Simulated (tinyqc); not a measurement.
# Capacitance measurement on a leaky thin oxide: effects of series resistance and leakage: effects of single changes

The device is a capacitance C in parallel with a leakage conductance G, in series with Rs and Ls. An impedance meter reports either a parallel pair (Cp, Gp) from Y = 1/Z = Gp + i w Cp or a series pair (Cs, Rm) from Z = Rm + 1/(i w Cs); w = 2 pi f, dissipation D = Gp/(w |Cp|).

Values chosen for this exercise; values of the order met in thin-oxide MOS capacitors:

| symbol | value | unit | meaning |
|---|---|---|---|
| eox | 3.9 |  | relative permittivity of the gate insulator (close to silicon dioxide) |
| tox | 1.8 | nm | insulator thickness |
| A | 2500 | um^2 | gate area |
| zc | 0.37 | nm | oxide-equivalent thickness added by the accumulation layer |
| zp | 0 | nm | oxide-equivalent thickness added by gate depletion |
| Jg | 15 | A/cm^2 | gate leakage current density, not matched to the thickness |
| Vs | 0.16 | V | voltage for an e-fold rise of the leakage |
| Rs | 30 | ohm | series resistance |
| Ls | 0 | nH | series inductance |
| f | 2e5 | Hz | measuring frequency |

Constants: eps0 = 8.8541878128e-14 F/cm where lengths are in cm. Results are converted to the units shown.

Each table varies one quantity; the others keep the values above.

## Readings against frequency

EOT = 3.9 tox/eox; CET = EOT + zc + zp; C = 3.9 eps0 A/CET; G = Jg A/Vs. Z = Rs + i w Ls + 1/(G + i w C); CET read from Cp = 3.9 eps0 A/Cp; errors under 0.001 % are printed as 0.

The same in every row: C (pF) = 39.78.

Results:

| f (Hz) | Cp (pF) | Cs (pF) | D | error of Cp (%) | error of Cs (%) | CET read from Cp (nm) |
|---|---|---|---|---|---|---|
| 1000 | 34.73 | 3.498e9 | 1.004e4 | -12.7 | 8.79e9 | 2.486 |
| 3000 | 34.73 | 3.886e8 | 3345 | -12.7 | 9.77e8 | 2.486 |
| 10000 | 34.73 | 3.498e7 | 1004 | -12.7 | 8.79e7 | 2.486 |
| 30000 | 34.73 | 3.886e6 | 334.5 | -12.7 | 9.77e6 | 2.486 |
| 1e5 | 34.73 | 3.498e5 | 100.4 | -12.7 | 8.79e5 | 2.486 |
| 3e5 | 34.73 | 3.890e4 | 33.45 | -12.7 | 9.77e4 | 2.486 |
| 1e6 | 34.73 | 3537 | 10.04 | -12.7 | 8790 | 2.486 |
| 3e6 | 34.71 | 428.4 | 3.368 | -12.7 | 977 | 2.487 |
| 3e7 | 33.26 | 43.67 | 0.5595 | -16.4 | 9.77 | 2.596 |

Estimate the missing row, f = 1e7 Hz.

Computed row:

| f (Hz) | Cp (pF) | Cs (pF) | D | error of Cp (%) | error of Cs (%) | CET read from Cp (nm) |
|---|---|---|---|---|---|---|
| 1e7 | 34.56 | 74.76 | 1.079 | -13.1 | 87.9 | 2.498 |

With this row back in the table: D falls from 10000 to 0.559; without inductance its minimum lies at f = sqrt(G (1 + G Rs)/Rs)/(2 pi C) = 3.66e7 Hz. The error of Cp goes from -12.7 to -16.4 % and that of Cs from 8.79e9 to 9.77 %; at low frequency Cp tends to C/(1 + G Rs)^2 and Cs grows as 1 + (G/(w C))^2. Neither reading comes within 2 % of C in any row. For f = 1000, 3000, 10000, 30000, 1e5, 3e5, 1e6, 3e6, 1e7 D exceeds 1, where the accuracy of real meters degrades in proportion to sqrt(1 + D^2).

## Effect of the series resistance

Same model as above.

The same in every row: C (pF) = 39.78; Cs (pF) = 8.748e4.

Result of one run:

| Rs (ohm) | Cp (pF) | D | error of Cp (%) | error of Cs (%) | CET read from Cp (nm) |
|---|---|---|---|---|---|
| 3000 | 0.6166 | 376.7 | -98.5 | 2.20e5 | 140.0 |

What becomes of these results when the series resistance Rs is changed from 3000 to 1 ohm, all else the same?

Result of the changed run:

| Rs (ohm) | Cp (pF) | D | error of Cp (%) | error of Cs (%) | CET read from Cp (nm) |
|---|---|---|---|---|---|
| 1 | 39.60 | 46.99 | -0.467 | 2.20e5 | 2.180 |

The whole series:

| Rs (ohm) | Cp (pF) | D | error of Cp (%) | error of Cs (%) | CET read from Cp (nm) |
|---|---|---|---|---|---|
| 1 | 39.60 | 46.99 | -0.467 | 2.20e5 | 2.180 |
| 3 | 39.23 | 47.21 | -1.39 | 2.20e5 | 2.201 |
| 10 | 37.98 | 47.98 | -4.53 | 2.20e5 | 2.273 |
| 30 | 34.73 | 50.18 | -12.7 | 2.20e5 | 2.486 |
| 100 | 26.11 | 57.88 | -34.4 | 2.20e5 | 3.306 |
| 300 | 13.71 | 79.86 | -65.5 | 2.20e5 | 6.295 |
| 1000 | 3.557 | 156.8 | -91.1 | 2.20e5 | 24.27 |
| 3000 | 0.6166 | 376.7 | -98.5 | 2.20e5 | 140.0 |

As Rs goes from 1 to 3000, the error of Cp goes from -0.467 to -98.5 %, that of Cs from 2.20e5 to 2.20e5 %, and D rises from 47.0 to 377. The CET read from Cp goes from 2.18 to 140 nm against the true 2.17 nm. Rs does not enter the imaginary part of Z, so Cs does not depend on it. In every row D exceeds 1, where the accuracy of real meters degrades in proportion to sqrt(1 + D^2).

Program tinyqc, `OMP_NUM_THREADS=1 python tinyqc.py 2022180 2022181 out.jsonl`; Intel Xeon 2.30GHz, shared host, one thread, about 0.01 s.
